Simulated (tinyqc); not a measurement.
# Strained alloy layer of GaSb and GaAs on (001) InP, model-solid band line-up: gaps, strain and offsets against composition

The layer is x parts of the first compound and 1 - x of the second, grown coherently on the third as substrate and barrier. Rows of the table: lattice constant a, average valence level Ea on an absolute scale, spin-orbit splitting so, gaps at Gamma, X and L, hydrostatic deformation potentials av and ac (Gamma), shear potential b, elastic constants, electron and heavy-hole (along z) masses. All are interpolated linearly in x; gaps get -C x (1 - x), taken wholly in the conduction band; real line-ups can differ from this model by 0.1 eV or more.

In-plane strain e = (a_substrate - a)/a, e_z = -2 (c12/c11) e, volume change 2 e + e_z. With v = 2 e + e_z and d = 2 b (e_z - e): Eav = Ea + av v; E_hh = Eav + so/3 - d/2; E_lh = Eav - so/6 + d/4 + sqrt(so^2 + so d + 9 d^2/4)/2; E_c = Ea + so/3 + EG + ac v (Gamma). Substrate: E_v = Ea + so/3, E_c = E_v + EG. Well depths: dEc = E_c(substrate) - E_c, dEhh = E_hh - E_v(substrate), dElh likewise; strained Gamma gap E_c - max(E_hh, E_lh); positive values confine carriers in the layer. Matthews-Blakeslee for 60-degree dislocations in a single layer: hc = k (ln(hc/bv) + 1), k = bv (1 - nu/4)/(4 pi |e| (1 + nu)), nu = c12/(c11 + c12), bv = a/sqrt(2); the larger root. The valence offset is the larger of dEhh and dElh; a dash marks |e| under 0.02 % or no root.

Values chosen for this exercise: bowing of the Gamma gap CG = 1.43 eV; bowing of the X gap CX = 1.2 eV; bowing of the L gap CL = 1.2 eV.

Binary compounds, values chosen for the exercise:

|  | close to GaSb | close to GaAs | close to InP |
|---|---|---|---|
| a (angstrom) | 6.096 | 5.653 | 5.869 |
| Ea (eV) | -6.25 | -6.92 | -7.04 |
| so (eV) | 0.761 | 0.337 | 0.111 |
| EG (eV) | 0.715 | 1.4 | 1.35 |
| EX (eV) | 1.04 | 1.92 | 2.21 |
| EL (eV) | 0.812 | 1.71 | 1.91 |
| av (eV) | 0.781 | 1.17 | 1.27 |
| ac (eV) | -6.89 | -7.18 | -5.09 |
| b (eV) | -1.99 | -1.68 | -1.7 |
| c11 (GPa) | 87.2 | 117 | 100 |
| c12 (GPa) | 40.4 | 53.3 | 56.4 |
| me (m0) | 0.0386 | 0.0671 | 0.0799 |
| mh (m0) | 0.25 | 0.355 | 0.53 |

Gaps, strain and offsets against composition:

| x | e (%) | relaxed Gamma gap (eV) | lower of X and L gaps (eV) | strained Gamma gap (eV) | E_hh - E_lh (meV) | dEc (eV) | valence offset (eV) | hc (nm) |
|---|---|---|---|---|---|---|---|---|
| 0.25 | 1.826 | 0.9606 | 1.260 | 0.7225 | -137.4 | 0.1321 | 0.4954 | 4.13 |
| 0.31 | 1.359 | 0.8818 | 1.175 | 0.7074 | -100.6 | 0.1259 | 0.5167 | 6.27 |
| 0.38 | 0.8187 | 0.8028 | 1.086 | 0.6998 | -59.41 | 0.1063 | 0.5439 | 12.3 |
| 0.44 | 0.3605 | 0.7462 | 1.019 | 0.7017 | -25.69 | 0.07897 | 0.5694 | 34.8 |
| 0.5 | -0.09362 | 0.7000 | 0.9610 | 0.7048 | 6.550 | 0.04187 | 0.6033 | 174 |
| 0.56 | -0.5436 | 0.6640 | 0.9114 | 0.6916 | 37.32 | -0.004981 | 0.6634 | 21.1 |
| 0.62 | -0.9896 | 0.6384 | 0.8705 | 0.6876 | 66.68 | -0.06159 | 0.7240 | 9.81 |
| 0.69 | -1.505 | 0.6215 | 0.8337 | 0.6947 | 99.24 | -0.1400 | 0.7953 | 5.60 |
| 0.75 | -1.942 | 0.6181 | 0.8115 | 0.7109 | 125.8 | -0.2178 | 0.8568 | 3.92 |

The relaxed Gamma gap falls from 0.961 to 0.618 eV and the strained one moves up and down between 0.688 and 0.722 eV. The lattice matches the substrate at x = 0.488; the heavy hole is on top where the layer is compressed (e < 0) and the light hole where it is stretched. dEc falls from 0.132 to -0.218 eV and the valence offset rises from 0.495 to 0.857 eV. At the largest strain listed, -1.94 %, strain changes the gap by 92.8 meV.

tinyqc, about 0.01 s, one thread, Intel Xeon 2.30GHz (shared host): `OMP_NUM_THREADS=1 python tinyqc.py 2690028 2690029 out.jsonl`
